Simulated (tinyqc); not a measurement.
## Mass and degeneracy from charge and saturation current

Inverse problem. At high drain voltage only states moving towards the drain are filled: I = gv (2 q^2/h) Vt ln(1 + exp eta) and n = (N0/2) F_(-1/2)(eta), N0 = gv sqrt(2 m kB T/pi)/hbar, F_(-1/2)(x) = (1/sqrt(pi)) int_0^infinity u^(-1/2)/(1 + exp(u - x)) du. Find eta and m.

Values chosen for this exercise:

| symbol | value | unit | meaning |
|---|---|---|---|
| T | 350 | K | temperature |
| gv | 2 |  | valley degeneracy |

Constants: q = 1.602176634e-19 C, kB = 1.380649e-23 J/K, hbar = 1.054571817e-34 J s, h = 6.62607015e-34 J s, m0 = 9.1093837015e-31 kg, Vt = kB T/q. Results are converted to the units shown.

n = 3.8004717e6 cm^-1
I = 12.748174 uA

Solution. In one dimension the current holds no mass, so it gives eta directly; n then gives m.

eta = 2.660
m = 0.1920 m0

Program tinyqc, `OMP_NUM_THREADS=1 python tinyqc.py 2400074 2400075 out.jsonl`; Intel Xeon 2.30GHz, shared host, one thread, about 0.04 s.
